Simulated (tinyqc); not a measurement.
Inside a calculation. Method: plane-wave Kohn-Sham cycle with exchange-only LDA in a layered model solid. One step of it, computed by the program tinyqc.

Question. Iteration 2: levels at that k. Diagonalise the Hermitian matrix.

H (hartree), lower triangle:
```
,-3,-2,-1,+0,+1,+2,+3
-3,1.527741
-2,-0.173857,0.551468
-1,0.012834,-0.173857,-0.013743
+0,-0.000745,0.012834,-0.173857,-0.167891
+1,0.000507,-0.000745,0.012834,-0.173857,0.089023
+2,0.000164,0.000507,-0.000745,0.012834,-0.173857,0.756999
+3,-0.000032,0.000164,0.000507,-0.000745,0.012834,-0.173857,1.836037
```

Give: eigenvalues.

Answer.

eigenvalues (hartree): -0.3375  -0.0288  0.1714  0.5759  0.7754  1.5590  1.8643
